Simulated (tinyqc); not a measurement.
# Worked calculation: an infinitely deep well in a field (quantum-confined Stark shift), Airy functions

Numbers from tinyqc (`OMP_NUM_THREADS=1 python tinyqc.py 2580007 2580008 out.jsonl`; about 0.02 s on one thread of a shared Intel Xeon 2.30GHz). Printed values are rounded.

Hard walls at x = -L/2 and +L/2; between them U(x) = -F x (eV, zero at the centre). C = hbar^2/(2 m0), e = (C F^2/m1)^(1/3), z1 = (F L/2 - E)/e at the left wall and z2 = (-F L/2 - E)/e at the right wall. Levels are the roots of D(E) = Ai(z1) Bi(z2) - Ai(z2) Bi(z1).

Values chosen for this exercise:
- m1 = 0.038 m0 (mass)
- L = 5.3 nm (well width)
- F = 0.11 V/nm (field)
- n = 2 (level sought)

Constants: q = 1.602176634e-19 C, hbar = 1.054571817e-34 J s, m0 = 9.1093837015e-31 kg, hbar^2/(2 m0) = 0.0380998212 eV nm^2. Results are converted to the units shown.

## Level without field and second-order shift

E_n(0) = C (n pi/L)^2/m1; second-order shift m1 F^2 L^4 (1 - 15/(pi n)^2)/(48 C pi^2 n^2).

E_n(0) = 1.40912 eV
second-order shift = 3.11582 meV
F L/E_1(0) = 1.65494

## Step 1: secant step for the level

first trial energy = 1.4091 eV
second trial energy = 1.3915 eV

Secant step from the last two trial energies, E_a the older and E_b the newer: next = E_b - D(E_b) (E_b - E_a)/(D(E_b) - D(E_a)).

D(E_a) = 8.92657e-4
D(E_b) = 0.00604992
third trial energy = 1.41215 eV

## Step 2: secant step for the level

As before.

D(E_a) = 0.00604992
D(E_b) = 9.69402e-6
fourth trial energy = 1.41218 eV

## Course of the secant iteration

Stop when E changes by less than 1e-10 eV and the root is level n (n - 1 nodes between the walls). E_a and E_b start as the two trial energies.

Course of the iteration:
```
step   E (eV)  change (eV)
1     1.41215       0.0206
2     1.41218      3.31e-5
3     1.41218      3.66e-7
4     1.41218     6.68e-12
```

Converged in 4 steps to level 2.

## Stark shift

Exact shift E_n(F) - E_n(0), and the mean position <x> = -dE_n/dF. E_n(0) = C (n pi/L)^2/m1; second-order shift m1 F^2 L^4 (1 - 15/(pi n)^2)/(48 C pi^2 n^2).

E_n = 1.41218 eV
shift = 3.06192 meV
<x> = -0.054704 nm

The second-order estimate is 1.8 % above the exact shift in size.
